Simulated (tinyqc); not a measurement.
Equilibrium and kinetic segregation of a solute to boundaries and growing surfaces: one step, computed by the program tinyqc.

Task: Depletion of small grains. With theta the solute fraction on boundary sites and x that in the grains, theta/(1 - theta) = [x/(1 - x)] exp[Q/(k_B T)]. Finite grains: boundary sites are the fraction f = 3 delta/d, and x0 = (1 - f) x + f theta; solve both equations for theta; share at boundaries = f theta/x0.

Inputs (values chosen for the exercise, modelled on a solute in a copper line):
```
quantity                   value  unit
segregation energy Q       0.472    eV
total solute fraction x0  0.0043     -
temperature T               1125     K
grain size d                  31    nm
boundary thickness delta    0.69    nm
```

Isotherm: Langmuir-McLean.

Constants: k_B = 8.617333262e-05 eV/K.

Give: site fraction f; coverage theta; fraction x left in the grains; share of solute at boundaries; enrichment theta/x.

Result:

site fraction f = 0.066774

coverage theta = 0.057811

fraction x left in the grains = 4.7119e-04

share of solute at boundaries = 89.774 %

enrichment theta/x = 122.69
